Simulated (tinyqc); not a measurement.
# Modulation-doped quantum well, Poisson-Schroedinger loop: two studies

A well of width L centred at z = 0 between barriers Vb; effective-mass electrons, parabolic bands. The electrons come from donor sheets outside the mesh, a share fL of Ns on the left and the rest on the right, so the structure is neutral. Energies are counted from the band edge of the well, with U = 0 on the first node in the Hartree part.

Parameters, values chosen for the exercise; material values those of a made-up well: temperature T = 150 K; mass along z in the well mw = 0.0329 m0; mass along z in the barriers mb = 0.149 m0; in-plane mass md = 0.0247 m0; barrier height Vb = 1.04 eV; relative permittivity (all layers) eps_r = 17.9; well width L = 17.6 nm; sheet density of electrons Ns = 9.5e11 cm^-2; share of the donors on the left side fL = 0.5; applied field along z Fz = 0 kV/cm.

Constants: q = 1.602176634e-19 C, kB = 1.380649e-23 J/K, hbar = 1.054571817e-34 J s, m0 = 9.1093837015e-31 kg, Vt = kB T/q, eps0 = 8.8541878128e-14 F/cm where lengths are in cm, hbar^2/(2 m0) = 0.0380998212 eV nm^2. Results are converted to the units shown.

Each table varies one quantity; the others keep the values above.

## Effect of the applied field along z

Schroedinger equation -C d/dz (1/m) dpsi/dz + (V0 + U) psi = E psi, C = hbar^2/(2 m0), on a fine mesh (400 intervals across the well) with hard walls 8.8 nm outside the well edges (to within half a fine step); the lowest 3 levels are kept. V0 = 0 in the well and Vb outside, plus q Fz z (1 kV/cm = 1e-4 eV/nm). N_k = D Vt ln(1 + exp((EF - E_k)/Vt)), D = md m0 q/(pi hbar^2), sum N_k = Ns; n = sum N_k |psi_k|^2. dU/dz = q (fL Ns - integral of n from the left)/(eps0 eps_r). The loop is converged to 1e-9 eV; shares under 0.001 % are printed as 0.

Effect of the applied field along z:
```
Fz (kV/cm)	E2 - E1 (meV)	EF - E1 (meV)	share of E2 (%)	centroid (nm)	charge in the barriers (%)	range of U in the well (meV)
-60	74.8	80.1	12.9	1.69	0.794	34.0
-45	71.7	79.0	14.2	1.28	0.754	31.5
-30	69.5	78.1	15.2	0.858	0.725	29.1
-15	68.1	77.5	15.8	0.431	0.708	26.8
0	67.6	77.3	16.0	0	0.702	24.6
15	68.1	77.5	15.8	-0.431	0.708	26.8
30	69.5	78.1	15.2	-0.858	0.725	29.1
45	71.7	79.0	14.2	-1.28	0.754	31.5
60	74.8	80.1	12.9	-1.69	0.794	34.0
```

Read the table: what changes, and by how much?

As Fz goes from -60 to 60, E2 - E1 goes from 74.8 through a minimum of 67.6 (at Fz = 0 among the rows listed) to 74.8 meV, EF - E1 goes from 80.1 through a minimum of 77.3 (at Fz = 0 among the rows listed) to 80.1 meV and the share of E2 goes from 12.9 through a maximum of 16.0 (at Fz = 0 among the rows listed) to 12.9 %. EF lies above E2 in every row. The centroid falls from 1.69 to -1.69 nm. The spacing is smallest near the row where the centroid is closest to the middle: tilting the well confines the electrons more tightly.

## Effect of the well width

Same model as above.

The same in every row: centroid (nm) = 0.

Results:
```
L (nm)	E2 - E1 (meV)	EF - E1 (meV)	share of E2 (%)	charge in the barriers (%)	range of U in the well (meV)
7	320	92.1	0	3.04	9.50
8.9	219	92.1	0	1.96	12.5
11	154	92.0	0.112	1.31	15.8
14	102	88.3	4.12	0.887	20.2
18	64.8	76.2	17.2	0.685	25.1
22	43.8	66.9	27.2	0.540	29.6
35	14.5	48.9	38.3	0.334	42.8
```

Estimate the missing row, L = 28 nm.

Computed row:
```
L (nm)	E2 - E1 (meV)	EF - E1 (meV)	share of E2 (%)	charge in the barriers (%)	range of U in the well (meV)
28	25.9	57.4	35.4	0.407	36.1
```

With this row back in the table: As L goes from 7 to 35, E2 - E1 falls from 320 to 14.5 meV, EF - E1 falls from 92.1 to 48.9 meV and the share of E2 rises from 0 to 38.3 %. EF lies above E2 for L = 18, 22, 28, 35. The spacing goes as L^(-1.92) over the table; an empty well with infinite walls would give -2. For L = 7, 8.9, 11 E2 or EF lies over 150 meV above E1, where non-parabolicity matters for so light a mass.

tinyqc, about 0.2 s, one thread, Intel Xeon 2.30GHz (shared host): `OMP_NUM_THREADS=1 python tinyqc.py 2140148 2140149 out.jsonl`
